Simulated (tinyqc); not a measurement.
Finite-size error of a charged defect in a periodic cell: Madelung and Makov-Payne terms. Changing the charge q. Computed by tinyqc, a small Python program. Command: `OMP_NUM_THREADS=1 python tinyqc.py 3001765 3001766 out.jsonl imagecharge sweep`. One thread of a shared host (Intel(R) Xeon(R) Processor @ 2.30GHz), about 0.07 s of CPU time with the checks.

L is the cube root of the cell volume. The defect charge is a Gaussian, rho(r) = q (2 pi sigma^2)^(-3/2) exp(-r^2/2 sigma^2), repeated periodically in a uniform neutralising background and screened by a continuum. The model cell energy is E(L) = E_0 + [periodic - isolated electrostatic energy].

Inputs (values chosen for the exercise, with screening close to that of germanium):
```
quantity                                     value      unit
cell length L                                  9.6  angstrom
dielectric constant eps                         16         -
width sigma of the defect charge              0.92  angstrom
formation energy of the isolated defect E_0   4.29        eV
```

Supercell lattice: sc. Screening: isotropic.

Constants: e^2/(4 pi eps_0) = 14.39964548 eV angstrom.

Method:
- Cell vectors: (1,0,0), (0,1,0), (0,0,1), scaled to volume L^3.
- Ewald sum for a unit point charge: scale each Cartesian component of the cell by 1/sqrt(eps_i), giving R', G' and V'; E = [ (1/2) sum erfc(eta R')/R' + (2 pi/V') sum exp(-G'^2/4 eta^2)/G'^2 - eta/sqrt(pi) - pi/(2 V' eta^2) ] e^2/(4 pi eps_0) / sqrt(eps_x eps_y eps_z), over n_i = -6..6, omitting n = (0,0,0), eta = 2/V'^(1/3). alpha = -2 E eps_g L/(e^2/(4 pi eps_0)), eps_g = (eps_x eps_y eps_z)^(1/3).
- Periodic energy of the Gaussian: (2 pi q^2/V) sum_(G != 0) exp(-sigma^2 G^2)/(G.eps.G) x e^2/(4 pi eps_0), n_i = -k..k with k = max(9, L/sigma rounded up). Isolated energy: q^2/(2 sqrt(pi) sigma) <1/(n.eps.n)> e^2/(4 pi eps_0), the mean over directions n, here 1/eps.

One run for each value:
```
charge q (e)  point-charge correction -q^2 E (eV)  finite-size error (eV)
1                                          0.1330                 -0.1276
2                                          0.5320                 -0.5103
3                                          1.1970                 -1.1483
4                                          2.1279                 -2.0414
5                                          3.3249                 -3.1896
```

Over the rows, point-charge correction -q^2 E (eV) rises from 0.133 to 3.32 (exponent d ln y / d ln x about 2.0 throughout); finite-size error (eV) falls from -0.128 to -3.19 (exponent d ln y / d ln x about 2.0 throughout). Every term goes as q^2.
